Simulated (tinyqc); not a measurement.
Short-channel transistor, virtual-source model with series resistance: one step of the calculation.

The current per gate width is the charge at the top of the source barrier (the virtual source) times its velocity times a saturation function; al and be are fitting constants of the model. Units: I in uA/um, Rs in ohm um, so I Rs = 1e-6 I Rs in volts; Q in uC/cm^2, so I = 1e-4 Q vx0 Fsat with vx0 in cm/s.

Problem. Current through the series resistance. Intrinsic voltages Vg' = Vgs - I Rs, Vd' = Vds - 2 I Rs. n = n0 + nd Vd', VT = VT0 - dl Vd', Ff = 1/(1 + exp((Vg' - VT + al Vt/2)/(al Vt))), Q = Cinv n Vt ln(1 + exp((Vg' - VT + al Vt Ff)/(n Vt))), Vdsat = (vx0 L/mu)(1 - Ff) + Vt Ff, Fsat = u/(1 + u^be)^(1/be) with u = Vd'/Vdsat, and I(out) = Q vx0 Fsat per width. (Fsat takes the sign of u.) Newton step: I(new) = I + (I(out) - I)/(1 - s), s = dI(out)/dI by a central difference with +/- 0.001 uA/um.

Inputs (values chosen for the exercise):
```
symbol   value        unit                                                         meaning
T          350           K                                                     temperature
Cinv      3.99     uF/cm^2                                           inversion capacitance
vx0     1.37e7        cm/s                                  velocity at the virtual source
mu         340  cm^2/(V s)                                               apparent mobility
L           25          nm                                                  channel length
VT0       0.45           V                                 threshold at zero drain voltage
dl        0.13         V/V                                  drain-induced barrier lowering
n0        1.43                                                         subthreshold factor
nd         0.1         1/V                                  growth of n with drain voltage
al         3.5              threshold shift (in units of Vt) from weak to strong inversion
be         1.4                                                     sharpness of saturation
Rs         120      ohm um                               series resistance of each contact
Vgs          1           V                                                    gate voltage
Vds          1           V                                                   drain voltage
```

Constants: q = 1.602176634e-19 C, kB = 1.380649e-23 J/K, Vt = kB T/q. Results are converted to the units shown.

I at the start = 0 uA/um

Find: Vg'; Vd'; VT; Ff; Q; Vdsat; Fsat; I(out); s; I after iteration 1.

Solution.

Vg' = 1.000 V
Vd' = 1.000 V
VT = 0.3200 V
Ff = 9.657e-4
Q = 2.714 uC/cm^2
Vdsat = 0.1007 V
Fsat = 0.9723
I(out) = 3614 uA/um
s = -0.8362
I after iteration 1 = 1968 uA/um

Program tinyqc, `OMP_NUM_THREADS=1 python tinyqc.py 2380123 2380124 out.jsonl`; Intel Xeon 2.30GHz, shared host, one thread, about 0.06 s.
